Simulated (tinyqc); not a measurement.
# Joule-heated wire on a substrate, fin equation: what changes with what

A wire of length L loses heat along itself to two contacts and sideways to the substrate: kap A theta'' - g theta + p = 0 with theta = T - T0 and p(x) = p0 exp(-((x/L - x0)/sg)^2/2). The ends are held at T0. Constant conductivity, diffusive heat flow.

Inputs (values chosen for the exercise):
- kap = 90 W/(m K) (conductivity along the wire)
- A = 440 nm^2 (cross-section)
- g = 0.27 W/(m K) (conductance per length to the substrate)
- L = 1600 nm (length between the contacts)
- Rc = 0 K/uW (thermal resistance of each contact)
- p0 = 0.062 uW/nm (peak heating per length)
- x0 = 0.63 (place of the hot spot as a share of L)
- sg = 0.1 (width of the hot spot as a share of L)

Each table varies one quantity; the others keep the values above.

## Effect of the place of the hot spot as a share of L

The equation is solved on 800 equal steps and the peak is the largest node value. LH = sqrt(kap A/g); the share is the integral of g theta over that of p.

The same in every row: LH (nm) = 383.0; L/LH = 4.178.

Effect of the place of the hot spot as a share of L:

| x0 | peak theta (K) | peak/(p0/g) | share to the substrate (%) |
|---|---|---|---|
| 0.5 | 84.74 | 0.3691 | 73.39 |
| 0.57 | 84.06 | 0.3661 | 72.24 |
| 0.65 | 81.29 | 0.3540 | 68.00 |
| 0.72 | 76.32 | 0.3324 | 61.52 |
| 0.8 | 66.10 | 0.2879 | 51.16 |
| 0.88 | 49.70 | 0.2164 | 39.49 |
| 0.95 | 31.93 | 0.1390 | 30.39 |

Read the table: what changes, and by how much?

As x0 goes from 0.5 to 0.95, the peak theta falls from 84.7 to 31.9 K and the share of heat to the substrate falls from 73.4 to 30.4 %; L/LH is 4.18 throughout.

## Effect of the length between the contacts

Same model as above.

The same in every row: LH (nm) = 383.0.

Effect of the length between the contacts:

| L (nm) | L/LH | peak theta (K) | peak/(p0/g) | share to the substrate (%) |
|---|---|---|---|---|
| 190 | 0.4961 | 2.708 | 0.01179 | 2.679 |
| 310 | 0.8095 | 6.959 | 0.03030 | 6.851 |
| 500 | 1.306 | 16.65 | 0.07250 | 16.19 |
| 800 | 2.089 | 35.60 | 0.1550 | 33.63 |
| 1300 | 3.395 | 66.53 | 0.2897 | 58.74 |
| 2100 | 5.483 | 103.7 | 0.4516 | 81.13 |
| 3300 | 8.617 | 139.2 | 0.6061 | 93.40 |
| 5400 | 14.10 | 173.8 | 0.7569 | 98.51 |

What does the comparison show?

As L goes from 190 to 5400 nm, the peak theta rises from 2.71 to 174 K and the share of heat to the substrate rises from 2.68 to 98.5 %; L/LH goes from 0.50 to 14. Where L/LH is smallest the peak reaches 0.012 of p0/g, where it is largest 0.76.

## Effect of the conductance per length to the substrate

Same model as above.

Results:

| g (W/(m K)) | LH (nm) | L/LH | peak theta (K) | peak/(p0/g) | share to the substrate (%) |
|---|---|---|---|---|---|
| 0.027 | 1211 | 1.321 | 170.0 | 0.07401 | 16.52 |
| 0.058 | 826.3 | 1.936 | 147.9 | 0.1384 | 30.21 |
| 0.13 | 551.9 | 2.899 | 115.1 | 0.2413 | 50.28 |
| 0.27 | 383.0 | 4.178 | 82.22 | 0.3581 | 69.37 |
| 1.3 | 174.5 | 9.167 | 29.87 | 0.6264 | 94.42 |
| 2.7 | 121.1 | 13.21 | 16.96 | 0.7387 | 98.15 |

Estimate the missing row, g = 0.58 W/(m K).

Computed row:

| g (W/(m K)) | LH (nm) | L/LH | peak theta (K) | peak/(p0/g) | share to the substrate (%) |
|---|---|---|---|---|---|
| 0.58 | 261.3 | 6.123 | 52.37 | 0.4899 | 84.98 |

With this row back in the table: As g goes from 0.027 to 2.7 W/(m K), the peak theta falls from 170 to 17.0 K and the share of heat to the substrate rises from 16.5 to 98.2 %; L/LH goes from 1.3 to 13. Where L/LH is smallest the peak reaches 0.074 of p0/g, where it is largest 0.74.

Computed by the program tinyqc: `OMP_NUM_THREADS=1 python tinyqc.py 2520067 2520068 out.jsonl`, one thread of a shared Intel Xeon 2.30GHz, about 0.01 s for the whole run.
